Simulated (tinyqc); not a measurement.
Delta-doped layer in the Thomas-Fermi potential: one step. The Thomas-Fermi well. Three cases, with inputs chosen for the exercise.

Task: Give K, b, e F0, z0 and the depth b/z0^4.

All donors ionised in the plane z = 0, zero temperature, energies from the Fermi level EF of the Thomas-Fermi model, which lies at the bulk band edge; c = hbar^2/2m0, q = e^2/(4 pi eps0). Layer in a (001) plane: two valleys with m_z = ml, m_d = mt (unprimed) and four with m_z = mt, m_d = sqrt(ml mt) (primed); m3 = (ml mt^2)^(1/3), gv = 6. With n = (gv/3 pi^2)(m3 (-V)/c)^(3/2) and V'' = -(4 pi q/eps) n for z > 0, the solution is V = -b/(|z| + z0)^4 with sqrt(b) = 20/K, K = (4 pi q/eps)(gv/3 pi^2)(m3/c)^(3/2), and z0^5 = 4b/(e F0), e F0 = 2 pi q N/eps; 1e13/cm^2 = 1e-3/angstrom^2. Exchange and correlation are left out.

Constants: hbar^2/2m0 = 3.80998211 eV angstrom^2; e^2/(4 pi eps0) = 14.39964547 eV angstrom.

Case 1.

Values chosen (near those of a delta-doped layer in Si; not measured data):
- ml = 0.934 m0 (longitudinal mass)
- mt = 0.195 m0 (transverse mass)
- eps = 11.5 (dielectric constant)
- N = 23 x 1e13/cm^2 (donor sheet density)

Case 2.

Values chosen (near those of a delta-doped layer in Si; not measured data):
- ml = 0.934 m0 (longitudinal mass)
- mt = 0.187 m0 (transverse mass)
- eps = 11.5 (dielectric constant)
- N = 10 x 1e13/cm^2 (donor sheet density)

Case 3.

Values chosen (near those of a delta-doped layer in Si; not measured data):
- ml = 0.912 m0 (longitudinal mass)
- mt = 0.192 m0 (transverse mass)
- eps = 11.9 (dielectric constant)
- N = 2.5 x 1e13/cm^2 (donor sheet density)

Give: K; b; e F0; z0; depth.

Result:

Case 1.

K = 0.080801 eV^(-1/2) angstrom^-2
b = 61267 eV angstrom^4
e F0 = 0.18095 eV/angstrom
z0 = 16.84 angstrom
depth = 0.7618 eV

Half of the electrons lie within |z| < (2^(1/5) - 1) z0 = 2.5 angstrom. The mean donor spacing in the plane is 6.6 angstrom, against a Bohr radius 0.529177 eps/m3 = 18.5 angstrom: the orbits overlap many donors, so a smeared sheet is a fair model in the plane. Across the plane the Thomas-Fermi density is more peaked than that of the quantised subbands, the more so the fewer are filled.

Case 2.

K = 0.077486 eV^(-1/2) angstrom^-2
b = 66621 eV angstrom^4
e F0 = 0.078674 eV/angstrom
z0 = 20.23 angstrom
depth = 0.3979 eV

Half of the electrons lie within |z| < (2^(1/5) - 1) z0 = 3.0 angstrom. The mean donor spacing in the plane is 10.0 angstrom, against a Bohr radius 0.529177 eps/m3 = 19.0 angstrom: the orbits overlap many donors, so a smeared sheet is a fair model in the plane. Across the plane the Thomas-Fermi density is more peaked than that of the quantised subbands, the more so the fewer are filled.

Case 3.

K = 0.075973 eV^(-1/2) angstrom^-2
b = 69301 eV angstrom^4
e F0 = 0.019007 eV/angstrom
z0 = 27.09 angstrom
depth = 0.1287 eV

Half of the electrons lie within |z| < (2^(1/5) - 1) z0 = 4.0 angstrom. The mean donor spacing in the plane is 20.0 angstrom, against a Bohr radius 0.529177 eps/m3 = 19.5 angstrom: the spacing is not small against it, so the smeared sheet is a crude model.

Computed by tinyqc, one run a case: `OMP_NUM_THREADS=1 python tinyqc.py N N+1 out.jsonl` with N = 1280323, 1280791, 1280912; one thread of a shared Intel(R) Xeon(R) Processor @ 2.30GHz, about 0.2 s a run at most.
